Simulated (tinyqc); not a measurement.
## Arrhenius plot from several rate windows

Emission rate en = sn vth(T) Nc(T) exp(-Et/kB T) = sn g T^2 exp(-Et/kB T), g = vth Nc/(300 K)^2, as vth goes as T^0.5 and Nc as T^1.5 (degeneracy factor 1). Each window ew gives the temperature where en = ew.

Inputs (values chosen for the exercise); material values close to those of indium phosphide:
```
symbol,value,unit,meaning
Nc,5.77e17,cm^-3,conduction-band density of states at 300 K
vth,4.2e7,cm/s,thermal velocity at 300 K
Et,0.3,eV,depth of the trap below the conduction edge
sn,1.4e-17,cm^2,capture cross-section
```

Constants: q = 1.602176634e-19 C, kB = 1.380649e-23 J/K. Results are converted to the units shown.

Results:

| ew (1/s) | T peak (K) | q/kB T (1/eV) | ln(ew/T^2) | ln ew |
|---|---|---|---|---|
| 1.7 | 191.17 | 60.702 | -9.9757 | 0.53063 |
| 5.1 | 202.13 | 57.411 | -8.9886 | 1.6292 |
| 15 | 214.11 | 54.199 | -8.0249 | 2.7081 |
| 140 | 243.71 | 47.617 | -6.0503 | 4.9416 |
| 430 | 261.66 | 44.350 | -5.0703 | 6.0638 |
| 1300 | 281.94 | 41.160 | -4.1132 | 7.1701 |
| 3900 | 305.17 | 38.026 | -3.1730 | 8.2687 |

Estimate the missing row, ew = 47 1/s.

Computed row:

| ew (1/s) | T peak (K) | q/kB T (1/eV) | ln(ew/T^2) | ln ew |
|---|---|---|---|---|
| 47 | 228.34 | 50.821 | -7.0115 | 3.8501 |

With this row back in the table: The peak rises from 191 to 305 K. ln(ew/T^2) against q/kB T is a straight line of slope -0.3000 eV, the trap depth. Its intercept gives sn = 1.40e-17 cm^2. Leaving out the T^2 gives 0.3413 eV, too high by about 2 kB T.

tinyqc, about 0.01 s, one thread, Intel Xeon 2.30GHz (shared host): `OMP_NUM_THREADS=1 python tinyqc.py 2050063 2050064 out.jsonl`
